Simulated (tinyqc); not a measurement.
# Read current of a NAND string, cells in series solved by shooting, step by step

Program tinyqc, `OMP_NUM_THREADS=1 python tinyqc.py 2142229 2142230 out.jsonl`; Intel Xeon 2.30GHz, shared host, one thread, about 0.9 s. Printed values are rounded.

Cells in series, numbered from 0 at the source line (0 V) to the bit line, each followed by a gap resistance Rg. A cell with gate Vg, threshold VT, source Vs and drain Vd passes I = 2 nf K Vt^2 [F(Vs) - F(Vd)]/(1 + th max(Vg - VT, 0)), F(V) = ln^2(1 + exp((Vg - VT - nf V)/(2 nf Vt))). The selected cell has Vg = Vr, the others Vg = Vp.

Values chosen for this exercise; values of the order met in vertical NAND strings: temperature T = 300 K; gain factor of a cell K = 20 uA/V^2; slope factor nf = 1.9; mobility reduction factor th = 0.07 1/V; resistance of the gap between cells Rg = 7.2 kohm; bit-line voltage Vbl = 0.5 V; pass voltage Vp = 7.8 V; read voltage on the selected word line Vr = 3.63 V.

Constants: q = 1.602176634e-19 C, kB = 1.380649e-23 J/K, Vt = kB T/q. Results are converted to the units shown.

## Step 1: node voltages for a trial current

first trial current = 3.1 uA
thresholds from the source end, cell 0 to 3 (V): [3.6, 3.6, -1.9, 1.9]

For a trial current I start at 0 V and, cell by cell (the selected one is cell 3), solve for the drain: sqrt(F(Vd)) = sqrt(F(Vs) - I/k), k = 2 nf K Vt^2/(1 + th max(Vg - VT, 0)), Vd = [Vg - VT - 2 nf Vt ln(exp(sqrt F) - 1)]/nf, then add I Rg.

node voltage after each cell and gap, trial 1, cell 0 to 3 (V): [0.07060205, 0.1428345, 0.1928333, 0.3565077]

## Step 2: node voltages for a trial current

second trial current = 3.9 uA

As before.

node voltage after each cell and gap, trial 2, cell 0 to 3 (V): [0.08899796, 0.1806287, 0.2438250, 0.4756116]

## Course of the secant iteration

Secant steps on the end voltage less Vbl, from the two trials; a trial above the saturation current of a cell has no solution and is moved halfway to the previous trial. Stop below 1e-9 V.

Course of the iteration:
```
iteration,I (uA),end voltage - Vbl (V),halvings
1,4.063813,2.99e-3,0
2,4.045942,-6.54e-5,0
3,4.046325,-1.77e-7,0
4,4.046326,1.05e-11,0
```

Converged in 4 iterations to I = 4.0463 uA. The selected cell takes 43.5 % of the bit-line voltage and the gaps together 23.3 %.
